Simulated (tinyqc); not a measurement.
Microkinetic model of low-temperature epitaxy from hydride gases: adsorption, hydrogen desorption and rate control: one step, computed by the program tinyqc.

Each hydride molecule needs two free sites and leaves four hydrogen atoms, of which two leave at once as H2; theta is the hydrogen coverage, the site density is 6.78 per nm^2 and one layer is 1.358 angstrom thick.

Question. Coverage and growth rate. With k the hydride and k_H the hydrogen adsorption rate on free pairs and k_d the desorption rate, steady state: 2 (k + k_H)(1 - theta)^2 = k_d theta^2; growth rate R = k (1 - theta)^2 layers/s; 1 layer/s = 8.148 nm/min. With c = 2 (k + k_H)/k_d the free share is 1 - theta = 1/(1 + sqrt(c)).

Inputs (values chosen for the exercise, close to those used for silane and germane, with second-order desorption as on Si(111) but the site density of Si(001)): temperature T = 490 C.

Film: silicon-germanium. Order of hydrogen desorption: second.

k = 0.05466546 1/s

k_H = 0 1/s

k_d = 0.005034472 1/s

Give: c; hydrogen coverage theta; growth rate R in layers; growth rate G.

Answer.

c = 21.716

hydrogen coverage theta = 0.82332

growth rate R in layers = 0.0017063 layers/s

growth rate G = 0.013903 nm/min

Hydrogen covers most sites: its desorption limits growth.
